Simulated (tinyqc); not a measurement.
RKS/PBE in the 6-31g basis, for H2, spin multiplicity 1, step by step. Computed by tinyqc, a small Python program that keeps every step (integrals from PySCF). Settings: charge = 0, multiplicity = 1, basis = 6-31g, energy threshold = 1e-08, iteration cap = 73, orthogonalisation = canonical, start = Wolfsberg-Helmholz matrix, DIIS depth = 6, method = RKS, functional = pbe,pbe, grid = [15, 86]. Command: `OMP_NUM_THREADS=1 python tinyqc.py 27393 27394 out.jsonl` (the two numbers bound the seeds that draw the settings). One thread of a shared host (Intel(R) Xeon(R) Processor @ 2.60GHz), about 0.2 s of CPU time with the checks. Later iterations appear only in the table of the cycle.

## One-electron integrals

Geometry (angstrom):
```
atom        x        y        z
H     0.00000  0.00000  0.00000
H     0.00000  0.00000  0.97000
```

Basis 6-31g: exponents (1/bohr^2) and contraction coefficients of normalised primitives:
```
element  l (shell)  exponent  coefficient
H            s (1)  18.73114      0.03349
H            s (1)   2.82539      0.23473
H            s (1)   0.64012      0.81376
H            s (2)   0.16128      1.00000
```

Overlap, kinetic and nuclear-attraction integrals over the contracted functions; the nuclear repulsion is the sum of Za Zb / Rab.

nuclear repulsion = 0.5455435 hartree

overlap S:
```
         1H 1s    1H 2s    2H 1s    2H 2s
1H 1s  1.00000  0.65829  0.27308  0.42329
1H 2s  0.65829  1.00000  0.42329  0.76266
2H 1s  0.27308  0.42329  1.00000  0.65829
2H 2s  0.42329  0.76266  0.65829  1.00000
```

kinetic energy T (hartree):
```
         1H 1s    1H 2s    2H 1s    2H 2s
1H 1s  1.39568  0.25974  0.04392  0.11756
1H 2s  0.25974  0.24192  0.11756  0.15117
2H 1s  0.04392  0.11756  1.39568  0.25974
2H 2s  0.11756  0.15117  0.25974  0.24192
```

nuclear attraction V (hartree):
```
          1H 1s     1H 2s     2H 1s     2H 2s
1H 1s  -2.19756  -1.09497  -0.54574  -0.72731
1H 2s  -1.09497  -1.10950  -0.72731  -0.89595
2H 1s  -0.54574  -0.72731  -2.19756  -1.09497
2H 2s  -0.72731  -0.89595  -1.09497  -1.10950
```

core Hamiltonian H = T + V (hartree):
```
          1H 1s     1H 2s     2H 1s     2H 2s
1H 1s  -0.80188  -0.83523  -0.50181  -0.60975
1H 2s  -0.83523  -0.86759  -0.60975  -0.74478
2H 1s  -0.50181  -0.60975  -0.80188  -0.83523
2H 2s  -0.60975  -0.74478  -0.83523  -0.86759
```

## Two-electron integrals

Functions are numbered as in S; the eight-fold symmetry (ij|kl) = (ji|kl) = (kl|ij) leaves the list below.

Two-electron integrals (ij|kl) in chemists' order, unique and non-zero (hartree):
```
(11|11) 1.07657   (21|11) 0.57847   (21|21) 0.32942   (22|11) 0.58740
(22|21) 0.36130   (22|22) 0.45315   (31|11) 0.22413   (31|21) 0.13027
(31|22) 0.14676   (31|31) 0.06974   (32|11) 0.25100   (32|21) 0.15581
(32|22) 0.19663   (32|31) 0.09025   (32|32) 0.13511   (33|11) 0.53372
(33|21) 0.34051   (33|22) 0.44861   (33|31) 0.22413   (33|32) 0.36265
(33|33) 1.07657   (41|11) 0.36265   (41|21) 0.20773   (41|22) 0.22995
(41|31) 0.09025   (41|32) 0.11099   (41|33) 0.25100   (41|41) 0.13511
(42|11) 0.41609   (42|21) 0.25826   (42|22) 0.33061   (42|31) 0.12004
(42|32) 0.17221   (42|33) 0.41609   (42|41) 0.17221   (42|42) 0.26357
(43|11) 0.34051   (43|21) 0.21580   (43|22) 0.28447   (43|31) 0.13027
(43|32) 0.20773   (43|33) 0.57847   (43|41) 0.15581   (43|42) 0.25826
(43|43) 0.32942   (44|11) 0.44861   (44|21) 0.28447   (44|22) 0.38305
(44|31) 0.14676   (44|32) 0.22995   (44|33) 0.58740   (44|41) 0.19663
(44|42) 0.33061   (44|43) 0.36130   (44|44) 0.45315
```

## Orthogonalisation

S = U s U^T; canonical form X = U s^(-1/2), so that X^T S X = 1. Each column of U has its largest component positive (the first on a tie).

eigenvalues of S: 0.14280  0.40893  0.82146  2.62681

X:
```
              1         2         3        4
1H 1s  -0.69842   0.86388   0.72379  0.27233
1H 2s   1.73599  -0.69022   0.29119  0.34085
2H 1s   0.69842   0.86388  -0.72379  0.27233
2H 2s  -1.73599  -0.69022  -0.29119  0.34085
```

## Starting guess

The start is the generalised Wolfsberg-Helmholz matrix (K = 1.75) built on H; D = 2 C_occ C_occ^T.

D at the start:
```
         1H 1s    1H 2s    2H 1s    2H 2s
1H 1s  0.10866  0.17325  0.10866  0.17325
1H 2s  0.17325  0.27623  0.17325  0.27623
2H 1s  0.10866  0.17325  0.10866  0.17325
2H 2s  0.17325  0.27623  0.17325  0.27623
```

## Iteration 1: exchange-correlation on the grid

Becke grid with 15 radial and 86 angular points per atom, points of zero weight dropped. rho = sum D_ij phi_i phi_j; V_xc,ij = sum w v_xc phi_i phi_j plus the gradient terms; v_xc is d(rho eps)/d rho at fixed gradient.

The 16 grid points with the largest w rho, of 2570 (bohr, atomic units):
```
x                y        z        w      rho  |grad rho|^2    eps_xc      v_xc
-0.67494  -0.67494  0.67494  0.06722  0.05518       0.00623  -0.33416  -0.42000
0.67494    0.67494  0.67494  0.06722  0.05518       0.00623  -0.33416  -0.42000
-0.67494   0.67494  0.67494  0.06722  0.05518       0.00623  -0.33416  -0.42000
0.67494   -0.67494  0.67494  0.06722  0.05518       0.00623  -0.33416  -0.42000
0.67494    0.67494  1.15809  0.06722  0.05518       0.00623  -0.33416  -0.42000
0.67494   -0.67494  1.15809  0.06722  0.05518       0.00623  -0.33416  -0.42000
-0.67494  -0.67494  1.15809  0.06722  0.05518       0.00623  -0.33416  -0.42000
-0.67494   0.67494  1.15809  0.06722  0.05518       0.00623  -0.33416  -0.42000
0.00000   -1.52814  0.61671  0.16609  0.02222       0.00143  -0.26025  -0.30440
1.52814    0.00000  0.61671  0.16609  0.02222       0.00143  -0.26025  -0.30440
-1.52814   0.00000  0.61671  0.16609  0.02222       0.00143  -0.26025  -0.30440
0.00000    1.52814  0.61671  0.16609  0.02222       0.00143  -0.26025  -0.30440
0.00000    1.52814  1.21632  0.16609  0.02222       0.00143  -0.26025  -0.30440
0.00000   -1.52814  1.21632  0.16609  0.02222       0.00143  -0.26025  -0.30440
-1.52814   0.00000  1.21632  0.16609  0.02222       0.00143  -0.26025  -0.30440
1.52814    0.00000  1.21632  0.16609  0.02222       0.00143  -0.26025  -0.30440
```

electrons on the grid, sum of w rho = 2.00012

E_xc = sum of w rho eps_xc = -0.5769221 hartree

V_xc (hartree):
```
          1H 1s     1H 2s     2H 1s     2H 2s
1H 1s  -0.48939  -0.27366  -0.13350  -0.18270
1H 2s  -0.27366  -0.28946  -0.18270  -0.23529
2H 1s  -0.13350  -0.18270  -0.48939  -0.27366
2H 2s  -0.18270  -0.23529  -0.27366  -0.28946
```

## Iteration 1: building the Kohn-Sham matrix

J_ij = sum D_kl (ij|kl); F = H + J + V_xc; E = tr D H + tr D J / 2 + E_xc + E_nn.

Coulomb J (hartree):
```
         1H 1s    1H 2s    2H 1s    2H 2s
1H 1s  1.27079  0.76412  0.36408  0.51051
1H 2s  0.76412  0.92967  0.51051  0.74309
2H 1s  0.36408  0.51051  1.27079  0.76412
2H 2s  0.51051  0.74309  0.76412  0.92967
```

Kohn-Sham matrix F (hartree):
```
          1H 1s     1H 2s     2H 1s     2H 2s
1H 1s  -0.02048  -0.34477  -0.27124  -0.28194
1H 2s  -0.34477  -0.22738  -0.28194  -0.23698
2H 1s  -0.27124  -0.28194  -0.02048  -0.34477
2H 2s  -0.28194  -0.23698  -0.34477  -0.22738
```

total energy of this density = -1.1254667 hartree

## Iteration 1: diagonalisation and new density

Diagonalise F' = X^T F X, C = X C', fill 1 alpha and 1 beta electrons from the bottom; D = 2 C_occ C_occ^T. Each column has its largest component positive (the first on a tie).

F' = X^T F X (hartree):
```
          1         2         3         4
1   0.60723   0.00000  -0.37616   0.00000
2   0.00000   0.61689   0.00000  -0.05225
3  -0.37616   0.00000   0.21138   0.00000
4   0.00000  -0.05225   0.00000  -0.38387
```

orbital energies (hartree): MO1 -0.38659, MO2 -0.01574, MO3 0.61961, MO4 0.83435

coefficients C:
```
           MO1       MO2       MO3       MO4
1H 1s  0.31688   0.25860   0.84856  -0.97200
1H 2s  0.30450   1.14660  -0.70701   1.33557
2H 1s  0.31688  -0.25860   0.84856   0.97200
2H 2s  0.30450  -1.14660  -0.70701  -1.33557
```

D after iteration 1:
```
         1H 1s    1H 2s    2H 1s    2H 2s
1H 1s  0.20083  0.19298  0.20083  0.19298
1H 2s  0.19298  0.18544  0.19298  0.18544
2H 1s  0.20083  0.19298  0.20083  0.19298
2H 2s  0.19298  0.18544  0.19298  0.18544
```

## Iteration 2: exchange-correlation on the grid

As before.

The 16 grid points with the largest w rho, of 2570 (bohr, atomic units):
```
x                y        z        w      rho  |grad rho|^2    eps_xc      v_xc
0.67494   -0.67494  0.67494  0.06722  0.05868       0.00984  -0.34306  -0.42230
-0.67494   0.67494  0.67494  0.06722  0.05868       0.00984  -0.34306  -0.42230
-0.67494  -0.67494  0.67494  0.06722  0.05868       0.00984  -0.34306  -0.42230
0.67494    0.67494  0.67494  0.06722  0.05868       0.00984  -0.34306  -0.42230
0.67494    0.67494  1.15809  0.06722  0.05868       0.00984  -0.34306  -0.42230
-0.67494  -0.67494  1.15809  0.06722  0.05868       0.00984  -0.34306  -0.42230
-0.67494   0.67494  1.15809  0.06722  0.05868       0.00984  -0.34306  -0.42230
0.67494   -0.67494  1.15809  0.06722  0.05868       0.00984  -0.34306  -0.42230
0.81173    0.22102  0.81173  0.05480  0.06988       0.01161  -0.35947  -0.45098
0.81173   -0.22102  0.81173  0.05480  0.06988       0.01161  -0.35947  -0.45098
-0.81173   0.22102  0.81173  0.05480  0.06988       0.01161  -0.35947  -0.45098
-0.81173  -0.22102  0.81173  0.05480  0.06988       0.01161  -0.35947  -0.45098
-0.22102  -0.81173  0.81173  0.05480  0.06988       0.01161  -0.35947  -0.45098
-0.22102   0.81173  0.81173  0.05480  0.06988       0.01161  -0.35947  -0.45098
0.22102   -0.81173  0.81173  0.05480  0.06988       0.01161  -0.35947  -0.45098
0.22102    0.81173  0.81173  0.05480  0.06988       0.01161  -0.35947  -0.45098
```

electrons on the grid, sum of w rho = 2.00016

E_xc = sum of w rho eps_xc = -0.6368272 hartree

V_xc (hartree):
```
          1H 1s     1H 2s     2H 1s     2H 2s
1H 1s  -0.51607  -0.28109  -0.13970  -0.18802
1H 2s  -0.28109  -0.28479  -0.18802  -0.23222
2H 1s  -0.13970  -0.18802  -0.51607  -0.28109
2H 2s  -0.18802  -0.23222  -0.28109  -0.28479
```

## Iteration 2: building the Kohn-Sham matrix

As before.

Coulomb J (hartree):
```
         1H 1s    1H 2s    2H 1s    2H 2s
1H 1s  1.35140  0.80318  0.38721  0.53777
1H 2s  0.80318  0.95859  0.53777  0.76801
2H 1s  0.38721  0.53777  1.35140  0.80318
2H 2s  0.53777  0.76801  0.80318  0.95859
```

Kohn-Sham matrix F (hartree):
```
          1H 1s     1H 2s     2H 1s     2H 2s
1H 1s   0.03344  -0.31315  -0.25430  -0.26000
1H 2s  -0.31315  -0.19379  -0.26000  -0.20899
2H 1s  -0.25430  -0.26000   0.03344  -0.31315
2H 2s  -0.26000  -0.20899  -0.31315  -0.19379
```

total energy of this density = -1.1414470 hartree

## Iteration 2: DIIS over 2 matrices

error matrix X^T (FDS - SDF) X:
```
         1         2        3        4
1  0.00000   0.00000  0.00000  0.00000
2  0.00000   0.00000  0.00000  0.03056
3  0.00000   0.00000  0.00000  0.00000
4  0.00000  -0.03056  0.00000  0.00000
```

B (overlaps of the stored error matrices):
```
                1               2
1   7.5470162e-02  -1.1873145e-02
2  -1.1873145e-02   1.8679113e-03
```

Minimise |sum c_i e_i|^2 with sum c_i = 1: solve [B -1; -1 0][c; lambda] = [0; -1] with B_ij = tr e_i^T e_j, and take F = sum c_i F_i.

DIIS coefficients: 0.13594  0.86406

extrapolated F (hartree):
```
          1H 1s     1H 2s     2H 1s     2H 2s
1H 1s   0.02611  -0.31745  -0.25660  -0.26298
1H 2s  -0.31745  -0.19836  -0.26298  -0.21279
2H 1s  -0.25660  -0.26298   0.02611  -0.31745
2H 2s  -0.26298  -0.21279  -0.31745  -0.19836
```

## Iteration 2: diagonalisation and new density

As before.

F' = X^T F X (hartree):
```
          1         2         3         4
1   0.62697   0.00000  -0.38595   0.00000
2   0.00000   0.64859   0.00000  -0.03861
3  -0.38595   0.00000   0.25275   0.00000
4   0.00000  -0.03861   0.00000  -0.34524
```

orbital energies (hartree): MO1 -0.34673, MO2 0.01094, MO3 0.65009, MO4 0.86878

coefficients C:
```
           MO1       MO2       MO3       MO4
1H 1s  0.30561   0.24255   0.85268  -0.97613
1H 2s  0.31384   1.16844  -0.70291   1.31651
2H 1s  0.30561  -0.24255   0.85268   0.97613
2H 2s  0.31384  -1.16844  -0.70291  -1.31651
```

D after iteration 2:
```
         1H 1s    1H 2s    2H 1s    2H 2s
1H 1s  0.18680  0.19183  0.18680  0.19183
1H 2s  0.19183  0.19699  0.19183  0.19699
2H 1s  0.18680  0.19183  0.18680  0.19183
2H 2s  0.19183  0.19699  0.19183  0.19699
```

## Iteration 8 (converged): orbitals

converged F (hartree):
```
          1H 1s     1H 2s     2H 1s     2H 2s
1H 1s   0.02600  -0.31746  -0.25661  -0.26299
1H 2s  -0.31746  -0.19828  -0.26299  -0.21274
2H 1s  -0.25661  -0.26299   0.02600  -0.31746
2H 2s  -0.26299  -0.21274  -0.31746  -0.19828
```

As before.

F' = X^T F X (hartree):
```
          1         2         3         4
1   0.62700   0.00000  -0.38583   0.00000
2   0.00000   0.64856   0.00000  -0.03874
3  -0.38583   0.00000   0.25264   0.00000
4   0.00000  -0.03874   0.00000  -0.34523
```

orbital energies (hartree): MO1 -0.34674, MO2 0.01099, MO3 0.65007, MO4 0.86865

coefficients C:
```
           MO1       MO2       MO3       MO4
1H 1s  0.30572   0.24269   0.85264  -0.97610
1H 2s  0.31375   1.16825  -0.70295   1.31667
2H 1s  0.30572  -0.24269   0.85264   0.97610
2H 2s  0.31375  -1.16825  -0.70295  -1.31667
```

D after iteration 8:
```
         1H 1s    1H 2s    2H 1s    2H 2s
1H 1s  0.18693  0.19184  0.18693  0.19184
1H 2s  0.19184  0.19688  0.19184  0.19688
2H 1s  0.18693  0.19184  0.18693  0.19184
2H 2s  0.19184  0.19688  0.19184  0.19688
```

## Convergence

Stop when the energy changes by less than 1e-08 hartree and every element of the error matrix X^T (F D S - S D F) X is below 3e-05.

Course of the cycle:
```
iteration  E (hartree)     change  largest element of the error matrix
1           -1.1254667          -                             1.94e-01
2           -1.1414470  -1.60e-02                             3.06e-02
3           -1.1418481  -4.01e-04                             2.90e-04
4           -1.1418481  -2.47e-08                             1.64e-04
5           -1.1418481  -5.94e-09                             1.14e-04
6           -1.1418481  -2.29e-09                             8.70e-05
7           -1.1418481  -1.12e-09                             7.04e-05
8           -1.1418481  -2.13e-09                             2.04e-07
```

PySCF RKS in the same basis, fine grid = -1.1417783 hartree

Converged in 8 iterations. The coarse grid moves the energy by -6.98e-05 hartree.

## Populations, bond orders and dipole

Mulliken: Z minus the diagonal of D S on the atom; Loewdin: the same with S^(1/2) D S^(1/2); Mayer order: 2 sum_s sum (D(s) S)_ij (D(s) S)_ji over the two atoms.

Charges (e):
```
atom  Mulliken  Loewdin
1H     0.00000        0
2H           0        0
```

Mayer bond orders:
```
pair    order
2-1   1.00000
```

dipole moment about the origin, x y z (debye): 0.00000  0.00000  0.00000
